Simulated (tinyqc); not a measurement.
Worked calculation: G0W0 on RHF in the sto-6g basis, for BeH2, spin multiplicity 1. One step of it, computed by the program tinyqc.

Task: Orthogonalisation. S = U s U^T; symmetric (Loewdin) form X = U s^(-1/2) U^T, so that X^T S X = 1.

overlap S:
```
           1Be 1s    1Be 2s   1Be 2px    1Be 2py   1Be 2pz     2H 1s      3H 1s
1Be 1s   1.000000  0.254764  0.000000   0.000000  0.000000  0.088616   0.086889
1Be 2s   0.254764  1.000000  0.000000   0.000000  0.000000  0.498941   0.495248
1Be 2px  0.000000  0.000000  1.000000   0.000000  0.000000  0.000000   0.000000
1Be 2py  0.000000  0.000000  0.000000   1.000000  0.000000  0.549578  -0.547413
1Be 2pz  0.000000  0.000000  0.000000   0.000000  1.000000  0.000000   0.000000
2H 1s    0.088616  0.498941  0.000000   0.549578  0.000000  1.000000   0.052178
3H 1s    0.086889  0.495248  0.000000  -0.547413  0.000000  0.052178   1.000000
```

Give: eigenvalues of S; X.

Result:

eigenvalues of S: 0.1977  0.3079  0.9274  1.0000  1.0000  1.7500  1.8170

X:
```
          1Be 1s   1Be 2s  1Be 2px  1Be 2py  1Be 2pz    2H 1s    3H 1s
1Be 1s    1.0267  -0.1460   0.0000   0.0003   0.0000   0.0097   0.0104
1Be 2s   -0.1460   1.3122   0.0000   0.0039   0.0000  -0.3609  -0.3541
1Be 2px   0.0000   0.0000   1.0000   0.0000   0.0000   0.0000   0.0000
1Be 2py   0.0003   0.0039   0.0000   1.4772   0.0000  -0.5301   0.5248
1Be 2pz   0.0000   0.0000   0.0000   0.0000   1.0000   0.0000   0.0000
2H 1s     0.0097  -0.3609   0.0000  -0.5301   0.0000   1.3893  -0.1418
3H 1s     0.0104  -0.3541   0.0000   0.5248   0.0000  -0.1418   1.3818
```
